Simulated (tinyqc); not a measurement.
Sublattice potential against complex hopping: Haldane model. Computed by the program tinyqc. 

Honeycomb lattice:
```
parameter      value
t1 (eV)     1.420000
t2 (eV)     0.240000
phi (rad)  -2.260000
```

H_AA = delta - 2 t2 sum cos(k.b + phi), H_BB = -delta - 2 t2 sum cos(k.b - phi), H_AB = -t1 (1 + exp(-i k.a1) + exp(-i k.a2)), b = a1, a2 - a1, -a2, m = 3 sqrt3 t2 sin(phi); the sign of the Chern number follows the orientation k1 then k2.

Gaps at the two valleys (eV) and Chern number of the lower band (12 x 12 mesh):
```
delta    gap 2|delta - m|  gap 2|delta + m|  Chern number
-1.7320            1.5391            5.3889             0
-1.2510            0.5771            4.4269             0
-0.5770            0.7709            3.0789             1
0.0000             1.9249            1.9249             1
0.3850             2.6949            1.1549             1
0.7220             3.3689            0.4809             1
1.2030             4.3309            0.4811             0
1.9250             5.7749            1.9251             0
```

Here |m| = 0.9624 eV. For |delta| < |m| the two valleys have masses of opposite sign and the Chern number is +/-1; one gap closes at |delta| = |m|, and beyond it the band is trivial.
